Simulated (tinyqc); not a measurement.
Two regimes over temperature: microkinetic model of low-temperature epitaxy from hydride gases: adsorption, hydrogen desorption and rate control. Computed by tinyqc, a small Python program. Command: `OMP_NUM_THREADS=1 python tinyqc.py 3019189 3019190 out.jsonl hepi walk`. One thread of a shared host (Intel(R) Xeon(R) Processor @ 2.30GHz), about 0.01 s of CPU time with the checks.

Each hydride molecule needs two free sites and leaves four hydrogen atoms, of which two leave at once as H2; theta is the hydrogen coverage, the site density is 6.78 per nm^2 and one layer is 1.358 angstrom thick.

Inputs (values chosen for the exercise, close to those used for silane and germane on Si(001)): silane pressure p_S = 3.4 Pa; sticking prefactor of silane s0 = 0.098; adsorption barrier E_s = 0.13 eV; desorption prefactor nu_d = 9.9e+12 1/s; desorption energy on silicon E_d = 1.99 eV; hydrogen carrier pressure p_H = 0 Pa; sticking of hydrogen s_H = 2.9e-07; germane pressure p_G = 0.043 Pa; sticking ratio of germane to silane r_G = 2.9; lowering of E_d per unit germanium fraction, dE = 0.46 eV.

Film: silicon-germanium. Order of hydrogen desorption: first.

Constants: k_B = 8.617333262e-05 eV/K; u = 1.6605390666e-27 kg; k_B = 1.380649e-23 J/K.

Method:
- Flux per site F = p/(sqrt(2 pi M k_B T) x 6.78e18 per m^2), M = 32.12 u (silane), 76.63 u (germane), 2.016 u (hydrogen); s = s0 exp(-E_s/(k_B T)); k_S = s F_S, k_G = r_G s F_G; germanium fraction x = k_G/(k_S + k_G); k = k_S + k_G; k_H = s_H F_H; k_d = nu_d exp(-(E_d - dE x)/(k_B T)).
- With k the hydride and k_H the hydrogen adsorption rate on free pairs and k_d the desorption rate, steady state: 2 (k + k_H)(1 - theta)^2 = k_d theta; growth rate R = k (1 - theta)^2 layers/s; 1 layer/s = 8.148 nm/min.
- Temperatures in kelvin are T(C) + 273.15.
- Limits: desorption-limited R = k_d k/(2 (k + k_H)), adsorption-limited R = k.

Growth:
```
T (C)    theta  G (nm/min)  desorption limit (nm/min)  adsorption limit (nm/min)
400    0.99119  6.0652e-02                 6.1191e-02                      781.1
450    0.97324  6.3026e-01                 6.4759e-01                      880.0
500    0.93053  4.7003e+00                 5.0511e+00                      974.0
550    0.84387  2.5905e+01                 3.0698e+01                     1062.7
600    0.69636  1.0566e+02                 1.5173e+02                     1146.0
650    0.49495  3.1218e+02                 6.3073e+02                     1223.8
700    0.28920  6.5499e+02                 2.2649e+03                     1296.4
750    0.14040  1.0077e+03                 7.1775e+03                     1363.8
800    0.06150  1.2563e+03                 2.0428e+04                     1426.4
850    0.02655  1.4065e+03                 5.2971e+04                     1484.3
```

The apparent activation energy of G is 1.96 eV between the first rows and 0.23 eV between the last; full hydrogen cover gives a value near the desorption energy (plus E_s where k_H far exceeds k), a bare surface one near E_s less k_B T/2 from the flux. The coverage passes one half between 600 and 650 C, the knee of the Arrhenius plot.

Extremes, crossings and ranges named in words are read from the listed rows.
